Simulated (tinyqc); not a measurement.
Inside a calculation. Method: Hubbard ring of 6 sites. Computed by tinyqc, a small Python program that keeps every step. Settings: hopping = 1.87, U = 8.9, mixing = 0.2, iteration cap = 76. Command: `OMP_NUM_THREADS=1 python tinyqc.py 24005 24006 out.jsonl` (the two numbers bound the seeds that draw the settings). One thread of a shared host (Intel(R) Xeon(R) Processor @ 2.60GHz), about 0.2 s of CPU time with the checks. Later iterations appear only in the table of the cycle.

## Mean-field iteration 1

one-body matrix (hopping and site energies) (eV), order 1, 2, 3, 4, 5, 6:
```
[[0.000000, -1.870000, 0.000000, 0.000000, 0.000000, -1.870000],
 [-1.870000, 0.000000, -1.870000, 0.000000, 0.000000, 0.000000],
 [0.000000, -1.870000, 0.000000, -1.870000, 0.000000, 0.000000],
 [0.000000, 0.000000, -1.870000, 0.000000, -1.870000, 0.000000],
 [0.000000, 0.000000, 0.000000, -1.870000, 0.000000, -1.870000],
 [-1.870000, 0.000000, 0.000000, 0.000000, -1.870000, 0.000000]]
```

U = 8.900000 eV

electrons, up and down: [2, 2]

mixing = 0.200000

n(up) at the start (a guess, not normalised): [0.783000, 0.000000, 0.783000, 0.000000, 0.783000, 0.000000]

n(down) at the start (a guess): [0.000000, 0.783000, 0.000000, 0.783000, 0.000000, 0.783000]

H(up) = T + U n(down), H(down) = T + U n(up); fill the lowest levels; n(new) = n + mixing (n(out) - n); E = tr T (rho up + rho down) + U sum n_up n_down of the output.

levels, up (eV): [-1.627234, -0.470090, -0.470090, 7.438790, 7.438790, 8.595934]

levels, down (eV): [-1.627234, -0.470090, -0.470090, 7.438790, 7.438790, 8.595934]

energy = -5.094634 eV

n(up) after iteration 1: [0.807863, 0.012593, 0.713807, 0.018537, 0.713807, 0.012593]

n(down) after iteration 1: [0.010662, 0.767491, 0.017075, 0.683251, 0.015985, 0.784736]

The highest filled level is degenerate with an empty one, so which vector is filled is an arbitrary choice.

## Mean-field iteration 2

As before.

levels, up (eV): [-1.578287, -0.406178, -0.335290, 6.800478, 7.387910, 8.416247]

levels, down (eV): [-1.578014, -0.405353, -0.336101, 6.870313, 7.283584, 8.450451]

energy = -5.299270 eV

n(up) after iteration 2: [0.826229, 0.023832, 0.648910, 0.037822, 0.664398, 0.022169]

n(down) after iteration 2: [0.018401, 0.761139, 0.033129, 0.603498, 0.032258, 0.774935]

## Convergence

Each step fills the lowest levels of T + U n(other spin) and sets n(new) = n + mixing (n(out) - n); stop when output and input agree to 1e-8.

Course of the cycle:
```
iteration       E (eV)  largest |n(out) - n(in)|  mean |n_up - n_down|
1          -5.09463359                  4.99e-01              0.520927
2          -5.29927027                  3.99e-01              0.503907
3          -5.48172158                  3.24e-01              0.486019
4          -5.64205852                  2.73e-01              0.467606
5          -5.78748032                  2.35e-01              0.448945
6          -5.92151487                  2.08e-01              0.430194
7          -6.04629991                  1.86e-01              0.424580
8          -6.16296216                  1.69e-01              0.422516
9          -6.27187049                  1.54e-01              0.420460
10         -6.37291285                  1.40e-01              0.418196
11         -6.46577490                  1.41e-01              0.415568
...                ...                       ...                   ...
66         -7.15312267                  5.13e-03              0.484188
67         -7.15318684                  4.86e-03              0.484219
68         -7.15324371                  4.61e-03              0.484247
69         -7.15329417                  4.37e-03              0.484273
70         -7.15333898                  4.15e-03              0.484297
71         -7.15337882                  3.94e-03              0.484320
72         -7.15341428                  3.75e-03              0.484342
73         -7.15344588                  3.56e-03              0.484362
74         -7.15347409                  3.39e-03              0.484381
75         -7.15349930                  3.22e-03              0.484400
76         -7.15352187                  3.07e-03              0.484417
```

Not converged within 76 iterations: the residual falls steadily but slowly, by a factor of about 0.95 a step. The lowest mean-field energy found from random starts is -6.74797 eV. Reruns (cap 100 unless said): mixing 0.5: not converged; mixing 0.9: not converged; the original settings with a cap of 400: not converged.

## Exact diagonalisation (225 states)

Lowest levels of the sector, and the double occupancy of the lowest state.

lowest levels (eV): [-8.541296, -7.990950, -7.990950, -7.726243, -7.280629, -7.280629]

double occupancy per site = 0.026121

## The lowest level by Lanczos steps

From a random start vector (not printed): a_j = <q_j|H|q_j>, b_j = norm of the remainder after orthogonalising; the Ritz value is the lowest eigenvalue of the tridiagonal matrix of a and b so far.

Lanczos:
```
j    a_j (eV)  b_j (eV)  lowest Ritz value (eV)
1    3.561807  7.558465              3.56180714
2    5.339670  7.978687             -3.15981918
3    7.921069  7.537349             -5.60207430
4    5.737512  7.893657             -6.64194174
5    6.041646  7.591039             -7.35125613
6    8.492704  7.861834             -7.73100671
7    7.909859  6.867946             -7.91220889
8   10.046690  6.759738             -7.96649580
9    7.421650  7.687820             -7.98099454
10   7.426220  8.050318             -7.98763676
```
